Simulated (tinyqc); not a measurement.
# Worked calculation: off-state leakage of single and stacked transistors

tinyqc, about 0.05 s, one thread, Intel Xeon 2.30GHz (shared host): `OMP_NUM_THREADS=1 python tinyqc.py 2242221 2242222 out.jsonl` Printed values are rounded.

n-channel devices of unit width. Subthreshold current I(Vg, Vs, Vd) = I0 (T/300 K)^0.5 exp[(Vg - Vs - VT(T) - gb (Vs - Vb) + dd (Vd - Vs))/(nf Vt)] (1 - exp(-(Vd - Vs)/Vt)), VT(T) = VT - cT (T - 300 K). Gate-edge tunnelling Ig (Vd/1 V) exp(ag (Vd - 1 V)), for a gate at 0 V, and band-to-band leakage Ab u exp(-Bb/u), u = Vd - Vb + 1 V, flow at a drain held at V; both are taken as independent of T. In a stack of off transistors (all gates at 0 V) the same subthreshold current passes through each.

Inputs (values chosen for the exercise); values of the order met in bulk silicon logic transistors:
```
symbol  value       unit                                             meaning
T         300          K                                         temperature
V         1.2          V                                      supply voltage
VT       0.41          V        threshold at 300 K, zero drain and body bias
cT        0.8       mV/K              fall of the threshold with temperature
I0        0.1      uA/um                       current at threshold at 300 K
nf       1.53                                                   slope factor
dd       0.05                                drain-induced lowering per volt
gb       0.15             rise of the threshold per volt of source-body bias
Ig       6e-5      uA/um                 gate-edge tunnelling current at 1 V
ag        3.9        1/V               exponential slope of the gate current
Ab          2  uA/(um V)      prefactor of band-to-band leakage at the drain
Bb         29          V                             its exponential voltage
Vb          0          V                                        body voltage
```

Constants: q = 1.602176634e-19 C, kB = 1.380649e-23 J/K, Vt = kB T/q. Results are converted to the units shown.

## Leakage of one transistor

Vg = Vs = 0, Vd = V; effective threshold VT(T) - gb Vb - dd V.

effective threshold = 0.35 V
parts (nA/um): subthreshold 0.0143559, gate edge 0.157066, band-to-band 0.00829205
total = 0.179714 nA/um
shares (%): subthreshold 7.98822, gate edge 87.3978, band-to-band 4.61402

The gate edge part is the largest.

## Starting value

Vx = dd V/(1 + gb + 2 dd), the solution for Vx well above Vt, rounded to three decimals.

Vx at the start = 0.048 V

## Iteration 1: new Vx

Stack of two, Vx the node between them: I_low = I(0, 0, Vx), I_up = I(0, Vx, V), f = ln(I_up/I_low), f' = -(1 + gb + 2 dd)/(nf Vt) - 1/(Vt (exp(Vx/Vt) - 1)) - 1/(Vt (exp((V - Vx)/Vt) - 1)), Vx(new) = Vx - f/f'.

I_low = 0.00282382 nA/um
I_up = 0.00334649 nA/um
f = 0.169820
f' = -38.7624 1/V
Vx after iteration 1 = 0.0523811 V

## Iteration 2: new Vx

As before.

I_low = 0.00292143 nA/um
I_up = 0.00292998 nA/um
f = 0.00292226
f' = -37.4768 1/V
Vx after iteration 2 = 0.0524590 V

## Course of the iteration

Stop when the step is below 1e-11 V, or after 40 iterations.

Course of the iteration:
```
iteration	Vx before the step (V)	step (V)
1	0.048	4.38e-3
2	0.0523811	7.80e-5
3	0.0524590	2.12e-8
4	0.0524591	1.57e-15
```

Converged in 4 iterations. The subthreshold current of the stack is 0.002923 nA/um, 4.91 times less than that of one transistor (the drain leakage is unchanged); the estimate exp[dd V (1 + gb + dd)/((1 + gb + 2 dd) nf Vt)] gives 4.29.
